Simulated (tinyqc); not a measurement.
Born-von Karman spring model of a cubic crystal with one atom per cell: one step, computed by the program tinyqc.

First neighbours lie at a/2 (1,1,0) (12 of them), second at a (1,0,0) (6), with all permutations and signs; the volume per atom is Omega = a^3/4.

Task: Sound velocities. rho = M/Omega and v = sqrt(C/rho), with C = C11, C44, C44 along [100]; (C11 + C12 + 2 C44)/2, C44, (C11 - C12)/2 along [110]; (C11 + 2 C12 + 4 C44)/3 and twice (C11 - C12 + C44)/3 along [111].

Inputs (values chosen for the exercise, for a model crystal): lattice constant a = 3.78 angstrom; atomic mass M = 66.4 u.

Lattice: fcc.

C11 = 362.8210 GPa

C44 = 166.1517 GPa

C12 = 166.1517 GPa

Constants: u = 1.6605390666e-27 kg.

Give: density rho; Velocities (m/s).

Result:

density rho = 8166 kg/m^3

Velocities (m/s):
```
direction  longitudinal  transverse 1  transverse 2
[100]              6666          4511          4511
[110]              7262          4511          3470
[111]              7450          3848          3848
```

Along [110] the two transverse waves differ by a factor sqrt(2 C44/(C11 - C12)) = 1.300.
